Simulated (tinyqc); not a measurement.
# Doping and voltage from widths and field

Question. In the depletion approximation an abrupt p-n junction has a triangular field: peak E = q Nd xn/(eps0 eps_r) = q Na xp/(eps0 eps_r), W = xn + xp, and Vbi - V = E W/2. Find Nd, Na and Vbi - V.

Values chosen for this exercise:
- eps_r = 10.1 (relative permittivity)

Constants: q = 1.602176634e-19 C, eps0 = 8.8541878128e-14 F/cm where lengths are in cm. Results are converted to the units shown.

W = 485.16721 nm
peak field = 62.225660 kV/cm
xn = 9.3870146 nm

Solution. Gauss's law on each side gives its doping from the peak field and its width; the voltage is the area of the triangle.

Nd = 3.70e17 cm^-3
Na = 7.30e15 cm^-3
Vbi - V = 1.51 V

Computed by the program tinyqc: `OMP_NUM_THREADS=1 python tinyqc.py 2000043 2000044 out.jsonl`, one thread of a shared Intel Xeon 2.30GHz, about 0.02 s for the whole run.
